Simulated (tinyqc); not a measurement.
# Nanowire ballistic transistor, top-of-the-barrier model: effects of single changes

At the top of the source barrier, states moving towards the drain are filled by the source (Fermi level 0) and states moving back by the drain (Fermi level -q Vd); nothing scatters. U is the shift of the band edge there, set by the capacitances CG, CD and CS (the total) and by the charge. Parabolic one-dimensional subbands; the source is grounded.

Values chosen for this exercise; mass and valleys made up: temperature T = 300 K; effective mass m = 0.234 m0; valley degeneracy gv = 4; relative permittivity of the gate insulator eox = 16; insulator thickness tox = 3.9 nm; wire diameter d = 6 nm; offset of a second subband (0: none) dE = 0.27 eV; gate control CG/CS aG = 0.87; drain control CD/CS aD = 0.041; band edge at the barrier top above the source Fermi level at zero bias E0 = 0.28 eV.

Constants: q = 1.602176634e-19 C, kB = 1.380649e-23 J/K, hbar = 1.054571817e-34 J s, h = 6.62607015e-34 J s, m0 = 9.1093837015e-31 kg, Vt = kB T/q, eps0 = 8.8541878128e-14 F/cm where lengths are in cm. Results are converted to the units shown.

Each table varies one quantity; the others keep the values above.

## Output curve

N0 = gv sqrt(2 m kB T/pi)/hbar, CG = 2 pi eps0 eox/ln(1 + 2 tox/d), CS = CG/aG, n0 = n at U = 0 and Vd = 0. eta1 = -(E0 + U)/Vt, eta2 = eta1 - Vd/Vt, n = (N0/2)[F_(-1/2)(eta1) + F_(-1/2)(eta2)], F_(-1/2)(x) = (1/sqrt(pi)) int_0^infinity u^(-1/2)/(1 + exp(u - x)) du. Each F is summed over the two subbands, F(eta) + F(eta - dE/Vt), which share the mass. U = UL + q (n - n0)/CS with UL = -(aG Vg + aD Vd), energies in eV. I = gv (2 q^2/h) Vt [ln(1 + exp eta1) - ln(1 + exp eta2)], summed over both subbands. CQ = (q/Vt) dn/d(eta1).

In this table Vg = 0.6 V.

Results:

| Vd (V) | eta1 | n (cm^-1) | I (uA) | mean velocity I/(q n) (cm/s) | CQ/CS |
|---|---|---|---|---|---|
| 0.01 | 2.3826 | 1.3863e7 | 2.7865 | 1.2545e6 | 1.8494 |
| 0.025 | 2.5880 | 1.3503e7 | 6.8853 | 3.1826e6 | 1.8608 |
| 0.1 | 3.6375 | 1.1659e7 | 24.678 | 1.3212e7 | 1.5346 |
| 0.15 | 4.1495 | 1.0801e7 | 31.983 | 1.8481e7 | 1.0261 |
| 0.2 | 4.3796 | 1.0502e7 | 34.934 | 2.0761e7 | 0.74142 |
| 0.3 | 4.5204 | 1.0537e7 | 36.320 | 2.1513e7 | 0.65630 |
| 0.4 | 4.6177 | 1.0659e7 | 37.100 | 2.1724e7 | 0.64676 |
| 0.6 | 4.8112 | 1.0904e7 | 38.641 | 2.2118e7 | 0.63240 |
| 0.8 | 5.0063 | 1.1146e7 | 40.199 | 2.2510e7 | 0.61924 |

Estimate the missing row, Vd = 0.05 V.

Computed row:

| Vd (V) | eta1 | n (cm^-1) | I (uA) | mean velocity I/(q n) (cm/s) | CQ/CS |
|---|---|---|---|---|---|
| 0.05 | 2.9427 | 1.2879e7 | 13.420 | 6.5040e6 | 1.8359 |

With this row back in the table: The current rises from 2.79 to 40.2 uA; n goes from 1.39e7 through a minimum of 1.05e7 (at Vd = 0.2 V among the rows listed) to 1.11e7 cm^-1 and eta1 rises from 2.38 to 5.01. The resistance in the first row is 3.59 kohm, against h/(2 q^2 gv) = 3.23 kohm for one open subband, though nothing scatters in the channel. The current passes 90 % of its last value at Vd = 0.3 V among the rows, where eta2 = -7.1; returning states are gone from Vd = 0.3 V on (eta2 < -7), and from there the drain control aD lifts eta1 from 4.52 to 5.01.

## Effect of the drain control CD/CS

Same model as above.

CQ = (q/Vt) dn/d(eta1). E0 is held fixed.

In this table Vg = 0.6 V, Vd = 0.6 V.

Result of one run:

| aD | eta1 | n (cm^-1) | I (uA) | mean velocity I/(q n) (cm/s) | CQ/CS |
|---|---|---|---|---|---|
| 0.1 | 5.664 | 1.193e7 | 45.47 | 2.379e7 | 0.5845 |

What becomes of these results when the drain control CD/CS aD is changed from 0.1 to 0.05, all else the same?

Result of the changed run:

| aD | eta1 | n (cm^-1) | I (uA) | mean velocity I/(q n) (cm/s) | CQ/CS |
|---|---|---|---|---|---|
| 0.05 | 4.939 | 1.106e7 | 39.67 | 2.238e7 | 0.6236 |

The whole series:

| aD | eta1 | n (cm^-1) | I (uA) | mean velocity I/(q n) (cm/s) | CQ/CS |
|---|---|---|---|---|---|
| 0 | 4.236 | 1.016e7 | 34.07 | 2.093e7 | 0.6787 |
| 0.017 | 4.473 | 1.047e7 | 35.95 | 2.143e7 | 0.6583 |
| 0.033 | 4.698 | 1.076e7 | 37.74 | 2.189e7 | 0.6406 |
| 0.05 | 4.939 | 1.106e7 | 39.67 | 2.238e7 | 0.6236 |
| 0.067 | 5.184 | 1.136e7 | 41.62 | 2.286e7 | 0.6084 |
| 0.084 | 5.430 | 1.166e7 | 43.59 | 2.334e7 | 0.5951 |
| 0.1 | 5.664 | 1.193e7 | 45.47 | 2.379e7 | 0.5845 |
| 0.117 | 5.913 | 1.222e7 | 47.49 | 2.426e7 | 0.5754 |

As aD goes from 0 to 0.117, n rises from 1.02e7 to 1.22e7 cm^-1, the mean velocity rises from 2.09e7 to 2.43e7 cm/s and the current rises from 34.1 to 47.5 uA. CQ/CS goes from 0.68 to 0.58.

## Effect of the band edge at the barrier top above the source Fermi level at zero bias

Same model as above.

CQ = (q/Vt) dn/d(eta1).

In this table Vg = 0.6 V, Vd = 0.6 V.

Effect of the band edge at the barrier top above the source Fermi level at zero bias:

| E0 (eV) | eta1 | n (cm^-1) | I (uA) | mean velocity I/(q n) (cm/s) | CQ/CS |
|---|---|---|---|---|---|
| 0.1 | 9.146 | 1.630e7 | 75.22 | 2.881e7 | 0.8716 |
| 0.15 | 7.988 | 1.460e7 | 64.66 | 2.764e7 | 0.6369 |
| 0.2 | 6.764 | 1.317e7 | 54.40 | 2.578e7 | 0.5647 |
| 0.25 | 5.532 | 1.178e7 | 44.41 | 2.354e7 | 0.5902 |
| 0.3 | 4.342 | 1.030e7 | 34.91 | 2.116e7 | 0.6693 |
| 0.35 | 3.221 | 8.688e6 | 26.13 | 1.877e7 | 0.7886 |
| 0.4 | 2.180 | 6.919e6 | 18.33 | 1.653e7 | 0.9266 |
| 0.45 | 1.202 | 5.024e6 | 11.74 | 1.458e7 | 1.012 |

What does the table show?

As E0 goes from 0.1 to 0.45 eV, n falls from 1.63e7 to 5.02e6 cm^-1, the mean velocity falls from 2.88e7 to 1.46e7 cm/s and the current falls from 75.2 to 11.7 uA. CQ/CS goes from 0.87 to 1.0.

tinyqc, about 0.07 s, one thread, Intel Xeon 2.30GHz (shared host): `OMP_NUM_THREADS=1 python tinyqc.py 2400037 2400038 out.jsonl`
